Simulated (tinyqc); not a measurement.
# Front-illuminated p-i-n photodiode, quantum efficiency and bandwidth: effects of single changes

Light enters through a p layer (0 to xp), a depleted layer (xp to xp + wi) and a thick n substrate, decaying as exp(-al x); one pass, no back reflection. Carriers made in the depleted layer are all collected; those in the neutral layers diffuse.

Values chosen for this exercise; values close to those of silicon at this wavelength:
```
symbol,value,unit,meaning
lam,1000,nm,wavelength
al,62.7,1/cm,absorption coefficient
Rf,0.1,,reflectance of the front face
eps_r,11.2,,relative permittivity
xp,0.81,um,thickness of the front p layer
wi,60,um,thickness of the depleted layer
Dn,11,cm^2/s,electron diffusion coefficient in the p layer
Ln,0.35,um,electron diffusion length in the p layer
S,90000,cm/s,recombination velocity of the front surface
Lp,0.93,um,hole diffusion length in the thick n substrate
ve,9.88e6,cm/s,electron drift velocity
vh,6.78e6,cm/s,hole drift velocity
dia,14,um,diameter
RL,50,ohm,load resistance
Cp,8,fF,parasitic capacitance
```

Constants: q = 1.602176634e-19 C, h = 6.62607015e-34 J s, c = 299792458 m/s, eps0 = 8.8541878128e-14 F/cm where lengths are in cm. Results are converted to the units shown.

Each table varies one quantity; the others keep the values above.

## Efficiency and bandwidth against the thickness of the depleted layer

k = al Ln, s = S Ln/Dn, e = exp(-al xp); front layer f1 = (k/(k^2 - 1)) {[s + k - e (s cosh(xp/Ln) + sinh(xp/Ln))]/[s sinh(xp/Ln) + cosh(xp/Ln)] - k e}; depleted layer f2 = e (1 - exp(-al wi)); substrate f3 = e exp(-al wi) al Lp/(1 + al Lp); external efficiency (1 - Rf)(f1 + f2 + f3); responsivity = efficiency q lam/(h c). Drift response for pairs made in the depleted layer, a = al wi, g = 1 - exp(-a), u = 2 pi i f, te = wi/ve, th = wi/vh: electrons He = [g - a (exp(-a) - exp(-u te))/(u te - a)]/(u te g), holes Hh = [g - a (1 - exp(-a - u th))/(a + u th)]/(u th g); C = eps0 eps_r pi (dia/2)^2/wi + Cp; total |He + Hh|/sqrt(1 + (2 pi f RL C)^2), for the current of the depleted layer alone. Limits are the frequencies at which each factor falls to 1/sqrt(2); inverse-square sum (f_transit^-2 + f_RC^-2)^(-1/2); the diffusion currents f1 and f3 are left out of the bandwidth.

Efficiency and bandwidth against the thickness of the depleted layer:
```
wi (um)	f2	f1 + f3	responsivity (A/W)	transit limit (GHz)	RC limit (GHz)	3 dB bandwidth (GHz)	inverse-square sum (GHz)	bandwidth x (1 - Rf) f2 (GHz)
7.5	0.04570	0.007571	0.03867	5.783	317.2	5.781	5.782	0.2378
13	0.07788	0.007384	0.06189	3.344	347.0	3.344	3.344	0.2344
21	0.1227	0.007124	0.09427	2.077	364.7	2.077	2.077	0.2295
36	0.2010	0.006670	0.1508	1.220	377.9	1.220	1.220	0.2207
60	0.3119	0.006027	0.2308	0.7391	385.6	0.7391	0.7391	0.2075
100	0.4634	0.005149	0.3402	0.4505	390.4	0.4505	0.4505	0.1879
170	0.6523	0.004054	0.4764	0.2716	393.5	0.2716	0.2716	0.1594
290	0.8335	0.003004	0.6072	0.1643	395.3	0.1643	0.1643	0.1233
480	0.9459	0.002352	0.6883	0.1017	396.3	0.1017	0.1017	0.08654
```

What does the table show?

As wi goes from 7.5 to 480, the responsivity rises from 0.0387 to 0.688 A/W and the bandwidth falls from 5.78 to 0.102 GHz. The transit limit is the lower one in every row. Adding inverse squares of the two limits is within 0.0078 % of the full result. The product of bandwidth and fast efficiency falls from 0.238 to 0.0865 GHz.

## Efficiency and bandwidth against the thickness of the front p layer

Same model as above.

The same in every row: transit limit (GHz) = 0.7391; RC limit (GHz) = 385.6; 3 dB bandwidth (GHz) = 0.7391; inverse-square sum (GHz) = 0.7391.

Result of one run:
```
xp (um)	f2	f1 + f3	responsivity (A/W)	bandwidth x (1 - Rf) f2 (GHz)
0.04	0.3135	0.004224	0.2306	0.2085
```

What becomes of these results when the thickness of the front p layer xp is changed from 0.04 to 1 um, all else the same?

Result of the changed run:
```
xp (um)	f2	f1 + f3	responsivity (A/W)	bandwidth x (1 - Rf) f2 (GHz)
1	0.3116	0.006076	0.2306	0.2072
```

The whole series:
```
xp (um)	f2	f1 + f3	responsivity (A/W)	bandwidth x (1 - Rf) f2 (GHz)
0.02	0.3135	0.004103	0.2305	0.2085
0.04	0.3135	0.004224	0.2306	0.2085
0.08	0.3134	0.004456	0.2307	0.2084
0.2	0.3131	0.005040	0.2310	0.2083
0.4	0.3127	0.005632	0.2311	0.2080
0.7	0.3122	0.005976	0.2309	0.2076
1	0.3116	0.006076	0.2306	0.2072
3	0.3077	0.006064	0.2278	0.2047
```

As xp goes from 0.02 to 3, the responsivity goes from 0.2305 through a maximum of 0.2311 (at xp = 0.4 among the rows listed) to 0.2278 A/W and the bandwidth stays at 0.739 GHz. The transit limit is the lower one in every row. Adding inverse squares of the two limits is within 8.6e-5 % of the full result.

Numbers from tinyqc (`OMP_NUM_THREADS=1 python tinyqc.py 2250045 2250046 out.jsonl`; about 0.01 s on one thread of a shared Intel Xeon 2.30GHz).
